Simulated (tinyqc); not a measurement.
Carrier lifetime from Shockley-Read-Hall, radiative, Auger and surface recombination: one step, computed by the program tinyqc.

Energies are counted from the top of the valence band. Boltzmann statistics, full ionisation, and equal excess densities of electrons and holes.

Question. Surface lifetime. The slowest diffusion mode has x tan x = S W/(2 D) with 0 < x < pi/2 (bisection), and tau_s = W^2/(4 x^2 D). The common approximation is W/(2 S) + W^2/(pi^2 D).

Inputs (values chosen for the exercise, with bands modelled on GaAs):

| quantity | value | unit |
|---|---|---|
| doping N | 2.4e+14 | cm^-3 |
| radiative coefficient B | 3.1e-11 | cm^3/s |
| diffusion coefficient D | 4.2 | cm^2/s |
| surface velocity S | 36000 | cm/s |
| thickness W | 52 | micrometre |

Doping: p-type. Surface term: two equal surfaces.

Give: x; tau_s; approximate tau_s.

Answer.

x = 1.5034

tau_s = 7.1208e-07 s

approximate tau_s = 7.2454e-07 s

The approximation is off by 1.7 %. Diffusion to the surfaces limits: S hardly matters. Caution: the layer is thicker than two bulk diffusion lengths: adding 1/tau_s describes the late decay, and understates the surface loss in a steady state.
